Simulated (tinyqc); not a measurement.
Worked calculation: Pariser-Parr-Pople SCF with singles CI, for the molecule C1=CC=CC=CC=C1 (SMILES; centres numbered as the heavy atoms are written). One step of it, computed by the program tinyqc.

Task: PPP integrals. Ohno: gamma = 14.399645/sqrt(R^2 + a^2), a = 2 x 14.399645/(gamma_rr + gamma_ss); H_rr = -W_r - sum_(s != r) z_s gamma_rs; H_rs = beta for bonds.

Centres (angstrom, eV; a flat drawing with bonds scaled to 1.40 angstrom):
```
centre,x,y,core charge z,W,gamma_rr
1C,1.829000,0.000000,1,10.870000,11.860000
2C,1.293000,1.293000,1,10.870000,11.860000
3C,0.000000,1.829000,1,10.870000,11.860000
4C,-1.293000,1.293000,1,10.870000,11.860000
5C,-1.829000,0.000000,1,10.870000,11.860000
6C,-1.293000,-1.293000,1,10.870000,11.860000
7C,0.000000,-1.829000,1,10.870000,11.860000
8C,1.293000,-1.293000,1,10.870000,11.860000
```

Resonance integrals (eV):
```
i,j,beta
1,2,-2.390000
2,3,-2.390000
3,4,-2.390000
4,5,-2.390000
5,6,-2.390000
6,7,-2.390000
7,8,-2.390000
8,1,-2.390000
```

Give: repulsion gamma_rs; core matrix H.

Result:

repulsion gamma_rs (eV), lower triangle:
```
,1C,2C,3C,4C,5C,6C,7C,8C
1C,11.8600
2C,7.7714,11.8600
3C,5.0395,7.7714,11.8600
4C,4.0103,5.0404,7.7714,11.8600
5C,3.7361,4.0103,5.0395,7.7714,11.8600
6C,4.0103,3.7368,4.0103,5.0404,7.7714,11.8600
7C,5.0395,4.0103,3.7361,4.0103,5.0395,7.7714,11.8600
8C,7.7714,5.0404,4.0103,3.7368,4.0103,5.0404,7.7714,11.8600
```

core matrix H (eV), lower triangle:
```
,1C,2C,3C,4C,5C,6C,7C,8C
1C,-48.2483
2C,-2.3900,-48.2510
3C,0.0000,-2.3900,-48.2483
4C,0.0000,0.0000,-2.3900,-48.2510
5C,0.0000,0.0000,0.0000,-2.3900,-48.2483
6C,0.0000,0.0000,0.0000,0.0000,-2.3900,-48.2510
7C,0.0000,0.0000,0.0000,0.0000,0.0000,-2.3900,-48.2483
8C,-2.3900,0.0000,0.0000,0.0000,0.0000,0.0000,-2.3900,-48.2510
```
